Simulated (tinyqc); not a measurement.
Inversion-layer mobility, back-scattering and ballistic limit of a field-effect transistor: one step, computed by the program tinyqc.

The charge at the top of the source barrier is fixed by the gate; series resistance and short-channel effects are left out. F_j are Fermi integrals normalised to exp(eta) in the classical limit.

Question. Back-scattering. F_j(eta) = (1/Gamma(j + 1)) int_0^infinity x^j/(1 + exp(x - eta)) dx, F_0 = ln(1 + exp(eta)). Integrals over x = E/(k_B T) use 160 Gauss-Legendre points in u = sqrt(x) from 0 to sqrt(max(eta, 0) + 32). Ballistic channel: N_2D = g_v m k_B T/(pi hbar^2), U = e V_D/(k_B T); eta_F solves N_inv = (N_2D/2)[F_0(eta_F) + F_0(eta_F - U)]; v_T = sqrt(2 k_B T/(pi m)); I/W = e (N_2D/2) v_T [F_1/2(eta_F) - F_1/2(eta_F - U)]; injection velocity v_T F_1/2(eta_F)/F_0(eta_F). Mean free path lambda = (2 k_B T/e)(mu/v_T) F_0(eta_0)/F_-1/2(eta_0), with eta_0 from N_inv = N_2D F_0(eta_0); critical length l = L (1 + U)^(-a), an empirical rule; back-scattering r = l/(l + lambda). Then eta solves N_inv = (N_2D/2)[(1 + r) F_0(eta) + (1 - r) F_0(eta - U)] and I/W = e (N_2D/2) v_T (1 - r)[F_1/2(eta) - F_1/2(eta - U)]. Ballistic ratio: I over the ballistic current. Apparent mobility 1/(1/mu + 1/mu_B), mu_B = mu L/lambda.

Inputs (values chosen for the exercise, modelled on a strained silicon n-channel):
```
quantity                           value  unit
transport mass m                     0.2   m_0
valley degeneracy g_v                  2     -
gate overdrive V_G - V_T            0.95     V
drain voltage V_D                   0.05     V
channel length L                     150    nm
exponent a of the critical length   0.62     -
temperature T                         77     K
```

Statistics at the top of the barrier: Fermi-Dirac.

inversion density N_inv = 3.656272e+12 1/cm^2

effective mobility mu = 481.9412 cm^2/(V s)

Constants: m_0 = 9.1093837015e-31 kg; k_B = 1.380649e-23 J/K; hbar = 1.054571817e-34 J s; k_B = 8.617333262e-05 eV/K; e = 1.602176634e-19 C.

Give: eta_0; mean free path lambda; critical length l; back-scattering coefficient r; current I/W; ballistic ratio; apparent low-field mobility.

Answer.

eta_0 = 3.260

mean free path lambda = 17.79 nm

critical length l = 39.69 nm

back-scattering coefficient r = 0.6905

current I/W = 104.2 microampere/micrometre

ballistic ratio = 0.1592

apparent low-field mobility = 430.8 cm^2/(V s)

L/lambda = 8.43, but at this drain voltage only the first 39.7 nm can return a carrier to the source, so the device works at 16 % of its ballistic limit. Caution: the current exceeds the long-channel drift law, so the empirical rule for l, meant for short channels, is too generous here. Caution: in a degenerate gas the layer that can return carriers is set by E_F rather than k_B T, so l is underestimated.
